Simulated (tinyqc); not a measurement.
Heavy doping: band filling, gap narrowing, band tails and the effective intrinsic density: one step, computed by the program tinyqc.

An n-type crystal above its Mott density, with all dopants ionised: n = N_D - N_A, ionised centres N_I = N_D + N_A. Valleys are taken as spherical with mass m_e.

Problem. Band filling. n = M_c (1/(2 pi^2)) (m_e/(hbar^2/2m_0))^(3/2) int sqrt(E) f dE, f = 1/(1 + exp((E - E_F)/k_B T)); trapezoid rule in t = sqrt(E/k_B T), step 0.02 up to 12; E_F by bisection from the band edge. At T = 0, E_F = (hbar^2/2m_0) k_F^2/m_e; dn/dE_F uses f (1 - f)/k_B T in place of f.

Inputs (values chosen for the exercise, modelled on InAs):
```
quantity            value  unit
gap E_g             0.358    eV
electron mass m_e  0.0263   m_0
valleys M_c             1     -
temperature T         400     K
```

Conduction band: parabolic.

n = 1.30e+18 cm^-3

k_F = 0.03376407 1/angstrom

Constants: k_B = 8.617333262e-05 eV/K; hbar^2/(2 m_0) = 3.80998212 eV angstrom^2.

Give: E_F above the band edge; E_F at T = 0; E_F/k_B T; dn/dE_F.

Solution.

E_F above the band edge = 158.7 meV

E_F at T = 0 = 165.1 meV

E_F/k_B T = 4.605

dn/dE_F = 1.130e+19 cm^-3/eV
